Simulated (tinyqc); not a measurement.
# Double-gate transistor below threshold, two-dimensional Poisson equation on a small mesh: effect of the insulator thickness

Half of a symmetric double-gate structure: row 0 is the mid-plane of the body, where the normal field vanishes. Mobile charge is neglected (subthreshold), the body is fully depleted, and potentials are counted from the intrinsic level; rows run upward to the gate, columns from source to drain.

Mesh: rows i = 0..12 in the semiconductor (step hs = tb/12, row 12 on the interface), then 8 step(s) ho = tox/8 up to the gate row 20; columns j = 0..80 (step hy = L/80). Box integration, divided by eps0: up_i = eps hy/h of the interval above row i, dn_i = that of the interval below (0 for row 0), lat_i = (sum of eps h/2 over the intervals above and below)/hy, s_i = -q Na w_i hy/eps0 with w_i the semiconductor height of the box (hs/2 for row 0 and the interface row, hs between, 0 in the insulator). Each free node obeys (up + dn + 2 lat) psi = up psi(above) + dn psi(below) + lat [psi(left) + psi(right)] + s. Fixed values: gate row Vg - Vfb; column 0 at Vbi and the last column at Vbi + Vd in the semiconductor, each running linearly to Vg - Vfb across the insulator. The system is solved directly. On row 0 the minimum of psi and its place come from a parabola through the three lowest nodes; barrier = Vbi - minimum, swing = Vt ln 10/(d psi/dVg), DIBL = (d psi/dVd)/(d psi/dVg) there. Lambda = pi/k with k the smallest positive root of tan(k tox) tan(k tb) = eox/eps_r.

Values chosen for this exercise; semiconductor permittivity close to that of silicon:
- T = 300 K (temperature)
- eps_r = 11.9 (relative permittivity of the semiconductor)
- eox = 3.9 (relative permittivity of the insulator)
- tb = 8 nm (half the body thickness)
- L = 56 nm (channel length)
- Na = 7.3e17 cm^-3 (acceptor density of the depleted body)
- Vbi = 0.6 V (potential of the source)
- Vfb = -0.09 V (gate offset)
- Vg = 0.05 V (gate voltage)
- Vd = 0.05 V (drain voltage)

Constants: q = 1.602176634e-19 C, kB = 1.380649e-23 J/K, Vt = kB T/q, eps0 = 8.8541878128e-14 F/cm where lengths are in cm. Results are converted to the units shown.

Effect of the insulator thickness:
```
tox (nm)  L/Lambda  barrier (V)  place y/L  swing (mV/decade)  DIBL (mV/V)
0.56         2.895       0.4968     0.4948              61.14        12.89
0.77         2.728       0.4984     0.4945              61.61        16.66
1.1          2.509       0.5002     0.4941              62.43        23.29
1.5          2.299       0.5013     0.4937              63.55        32.30
2            2.094       0.5016     0.4932              65.10        44.70
2.8          1.851       0.5001     0.4926              67.80        66.52
```

What does the table show?

As tox goes from 0.56 to 2.8 nm, the barrier goes from 0.497 through a maximum of 0.502 (at tox = 2 nm among the rows listed) to 0.500 V, the swing rises from 61.1 to 67.8 mV a decade and DIBL rises from 12.9 to 66.5 mV/V; the ideal swing is 59.5. L/Lambda goes from 2.9 to 1.9.

Computed by the program tinyqc: `OMP_NUM_THREADS=1 python tinyqc.py 2480108 2480109 out.jsonl`, one thread of a shared Intel Xeon 2.30GHz, about 0.1 s for the whole run.
